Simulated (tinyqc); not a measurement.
Short-channel transistor, virtual-source model with series resistance: two steps of the calculation.

The current per gate width is the charge at the top of the source barrier (the virtual source) times its velocity times a saturation function; al and be are fitting constants of the model. Units: I in uA/um, Rs in ohm um, so I Rs = 1e-6 I Rs in volts; Q in uC/cm^2, so I = 1e-4 Q vx0 Fsat with vx0 in cm/s.

Values chosen for this exercise: temperature T = 300 K; inversion capacitance Cinv = 1.48 uF/cm^2; velocity at the virtual source vx0 = 9.59e6 cm/s; apparent mobility mu = 150 cm^2/(V s); channel length L = 12 nm; threshold at zero drain voltage VT0 = 0.42 V; drain-induced barrier lowering dl = 0.177 V/V; subthreshold factor n0 = 1.1; growth of n with drain voltage nd = 0 1/V; threshold shift (in units of Vt) from weak to strong inversion al = 3.5; sharpness of saturation be = 1.4; series resistance of each contact Rs = 70 ohm um; gate voltage Vgs = 0.7 V; drain voltage Vds = 0.7 V.

Constants: q = 1.602176634e-19 C, kB = 1.380649e-23 J/K, Vt = kB T/q. Results are converted to the units shown.

Question 1. Current through the series resistance. Intrinsic voltages Vg' = Vgs - I Rs, Vd' = Vds - 2 I Rs. n = n0 + nd Vd', VT = VT0 - dl Vd', Ff = 1/(1 + exp((Vg' - VT + al Vt/2)/(al Vt))), Q = Cinv n Vt ln(1 + exp((Vg' - VT + al Vt Ff)/(n Vt))), Vdsat = (vx0 L/mu)(1 - Ff) + Vt Ff, Fsat = u/(1 + u^be)^(1/be) with u = Vd'/Vdsat, and I(out) = Q vx0 Fsat per width. (Fsat takes the sign of u.) I(new) = I + 0.3 (I(out) - I).

I after iteration 2 = 277.04894 uA/um

Give: Vg'; Vd'; VT; Ff; Q; Vdsat; Fsat; I(out); I after iteration 3.

Answer 1.

Vg' = 0.68061 V
Vd' = 0.66121 V
VT = 0.30297 V
Ff = 0.0092516
Q = 0.56015 uC/cm^2
Vdsat = 0.076249 V
Fsat = 0.96667
I(out) = 519.28 uA/um
I after iteration 3 = 349.72 uA/um

Question 2. What the series resistance costs. n = n0 + nd Vd', VT = VT0 - dl Vd', Ff = 1/(1 + exp((Vg' - VT + al Vt/2)/(al Vt))), Q = Cinv n Vt ln(1 + exp((Vg' - VT + al Vt Ff)/(n Vt))), Vdsat = (vx0 L/mu)(1 - Ff) + Vt Ff, Fsat = u/(1 + u^be)^(1/be) with u = Vd'/Vdsat, and I = Q vx0 Fsat per width. I0 is the current for Rs = 0. Effective velocity I/Q; transit time L Q/I.

converged I = 490.72574 uA/um
I0 = 556.39441 uA/um

Find: loss against I0; effective velocity; transit time.

Answer 2.

loss against I0 = 11.80 %
effective velocity = 9.251e6 cm/s
transit time = 0.1297 ps

The carriers leave the virtual source at 96.5 % of vx0: the device is in saturation.

tinyqc, about 0.01 s, one thread, Intel Xeon 2.30GHz (shared host): `OMP_NUM_THREADS=1 python tinyqc.py 2380021 2380022 out.jsonl`
